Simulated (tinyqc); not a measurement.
From results back to parameters: Wannier function of the lower band of a two-orbital chain. Five cases, with inputs chosen for the exercise.

Problem. A band E(k) = H0 + 2 H1 cos(ka) + 2 H2 cos(2ka) is known at k = 0, pi/2a and pi/a. The values come from hidden hoppings; c = hbar^2/2m0.

Constants: hbar^2/2m0 = 3.80998211 eV angstrom^2.
Find: H0, H1, H2; m0/m at k = 0.

Method. H0 = (E0 + 2 E1 + E2)/4, H1 = (E0 - E2)/4, H2 = (E0 - 2 E1 + E2)/8; the curvature at k = 0 gives m0/m = -(H1 + 4 H2) a^2/c.

Case 1.

Values chosen: a = 4.9 angstrom (period).

E (eV): 0 -2.5330, pi/2a -2.1050, pi/a -0.9970

Solution.

H0, H1, H2 (eV): -1.935  -0.384  0.085

m0/m at k = 0 = 0.277

Case 2.

Values chosen: a = 5.6 angstrom (period).

E (eV): 0 -3.7200, pi/2a -2.2800, pi/a -1.2080

Solution.

H0, H1, H2 (eV): -2.372  -0.628  -0.046

m0/m at k = 0 = 6.684

Case 3.

Values chosen: a = 5.9 angstrom (period).

E (eV): 0 -1.6200, pi/2a -0.3440, pi/a 0.6120

Solution.

H0, H1, H2 (eV): -0.424  -0.558  -0.040

m0/m at k = 0 = 6.560

Case 4.

Values chosen: a = 4.3 angstrom (period).

E (eV): 0 -3.0190, pi/2a -2.5290, pi/a -1.5110

Solution.

H0, H1, H2 (eV): -2.397  -0.377  0.066

m0/m at k = 0 = 0.548

Case 5.

Values chosen: a = 4.7 angstrom (period).

E (eV): 0 -2.9770, pi/2a -1.7250, pi/a -0.5210

Solution.

H0, H1, H2 (eV): -1.737  -0.614  -0.006

m0/m at k = 0 = 3.699

Computed by tinyqc, one run a case: `OMP_NUM_THREADS=1 python tinyqc.py N N+1 out.jsonl` with N = 1450277, 1450538, 1450611, 1450675, 1450693; one thread of a shared Intel(R) Xeon(R) Processor @ 2.30GHz, about 0.2 s a run at most.
